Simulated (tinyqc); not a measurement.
p-n diode with diffusion and depletion-layer recombination: two steps of the calculation.

Abrupt junction in the depletion approximation, low injection, full ionisation, neutral widths fixed, ohmic contact on the p side. Vj is the junction voltage; where a series resistance Rs is given, V = Vj + J Rs is the terminal voltage.

Inputs (values chosen for the exercise); band and dielectric values close to those of indium phosphide:
- T = 400 K (temperature)
- Eg = 1.34 eV (band gap)
- Nc = 8.64e17 cm^-3 (conduction-band density of states at T)
- Nv = 1.68e19 cm^-3 (valence-band density of states at T)
- Na = 2.7e17 cm^-3 (acceptor density)
- Nd = 3.9e16 cm^-3 (donor density)
- mun = 1500 cm^2/(V s) (electron mobility in the p side)
- mup = 130 cm^2/(V s) (hole mobility in the n side)
- tn = 1e-6 s (electron lifetime)
- tp = 9e-9 s (hole lifetime)
- wp = 0.79 um (neutral width of the p side)
- wn = 7 um (neutral width of the n side)
- Sp = 1e7 cm/s (recombination velocity at the n contact)
- Rs = 0.0032 ohm cm^2 (series resistance)
- V = 0.91 V (terminal voltage)

Constants: q = 1.602176634e-19 C, kB = 1.380649e-23 J/K, Vt = kB T/q. Results are converted to the units shown.

Problem 1. Diffusion lengths and saturation currents. ni = sqrt(Nc Nv) exp(-Eg/(2 Vt)), Eg in volts; D = mu Vt; Ln = sqrt(Dn tn), Lp = sqrt(Dp tp); J0n = q ni^2 Dn coth(wp/Ln)/(Ln Na); J0p = (q ni^2 Dp/(Lp Nd)) (s + tanh(wn/Lp))/(1 + s tanh(wn/Lp)), s = Sp Lp/Dp.

Give: ni; Ln; Lp; J0n; J0p.

Solution 1.

ni = 1.378e10 cm^-3
Ln = 71.91 um
Lp = 2.008 um
J0n = 7.376e-11 A/cm^2
J0p = 1.744e-11 A/cm^2

wp/Ln = 0.011 and wn/Lp = 3.5; electrons carry 80.9 % of the diffusion current.

Problem 2. New Vj. Diffusion current alone: J = J0 (exp(Vj/Vt) - 1), g = Vj + J Rs - V, g' = 1 + Rs J0 exp(Vj/Vt)/Vt, Vj(new) = Vj - g/g'.

Vj after iteration 1 = 0.95543146 V
J0 = J0n + J0p = 9.1202832e-11 A/cm^2

Give: J; g; g'; Vj after iteration 2.

Solution 2.

J = 99.52 A/cm^2
g = 0.3639 V
g' = 10.24
Vj after iteration 2 = 0.9199 V

tinyqc, about 0.01 s, one thread, Intel Xeon 2.30GHz (shared host): `OMP_NUM_THREADS=1 python tinyqc.py 2260060 2260061 out.jsonl`
